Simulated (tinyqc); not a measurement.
# Contact resistivity and sheet resistance from two contact lengths

Question. Rc = [sqrt(rc Rsh)/Wc] coth(Lc/(2 LT)), LT = sqrt(rc/Rsh), Wc = 120 nm; the second contact is twice as long as the first. Find LT, rc and Rsh.

Rc for Lc = 30 and 60 nm (ohm): [172.254060, 94.2908436]

Solution. With t = tanh(Lc/(2 LT)) for the shorter contact, the resistance of the longer over that of the shorter is (1 + t^2)/2. Then sqrt(rc Rsh) = Rc t Wc, and rc and Rsh follow by multiplying and dividing by LT.

LT = 47.1 nm
rc = 3.00e-9 ohm cm^2
Rsh = 135 ohm

Computed by the program tinyqc: `OMP_NUM_THREADS=1 python tinyqc.py 2170151 2170152 out.jsonl`, one thread of a shared Intel Xeon 2.30GHz, about 0.05 s for the whole run.
